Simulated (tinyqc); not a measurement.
Read current of a NAND string, cells in series solved by shooting: one step of the calculation.

Cells in series, numbered from 0 at the source line (0 V) to the bit line, each followed by a gap resistance Rg. A cell with gate Vg, threshold VT, source Vs and drain Vd passes I = 2 nf K Vt^2 [F(Vs) - F(Vd)]/(1 + th max(Vg - VT, 0)), F(V) = ln^2(1 + exp((Vg - VT - nf V)/(2 nf Vt))). The selected cell has Vg = Vr, the others Vg = Vp.

Problem. Node voltages for a trial current. For a trial current I start at 0 V and, cell by cell (the selected one is cell 3), solve for the drain: sqrt(F(Vd)) = sqrt(F(Vs) - I/k), k = 2 nf K Vt^2/(1 + th max(Vg - VT, 0)), Vd = [Vg - VT - 2 nf Vt ln(exp(sqrt F) - 1)]/nf, then add I Rg.

Parameters, values chosen for the exercise; values of the order met in vertical NAND strings:
- T = 300 K (temperature)
- K = 22 uA/V^2 (gain factor of a cell)
- nf = 1.3 (slope factor)
- th = 0.03 1/V (mobility reduction factor)
- Rg = 11 kohm (resistance of the gap between cells)
- Vbl = 0.7 V (bit-line voltage)
- Vp = 6.2 V (pass voltage)
- Vr = 3.37 V (read voltage on the selected word line)

Constants: q = 1.602176634e-19 C, kB = 1.380649e-23 J/K, Vt = kB T/q. Results are converted to the units shown.

second trial current = 3.5 uA
thresholds from the source end, cell 0 to 3 (V): -1.3  3.4  3.4  2.2

Find: node voltage after each cell and gap, trial 2.

Solution.

node voltage after each cell and gap, trial 2, cell 0 to 3 (V): 0.06454  0.1675  0.2740  0.5663

Numbers from tinyqc (`OMP_NUM_THREADS=1 python tinyqc.py 2142269 2142270 out.jsonl`; about 0.7 s on one thread of a shared Intel Xeon 2.30GHz).
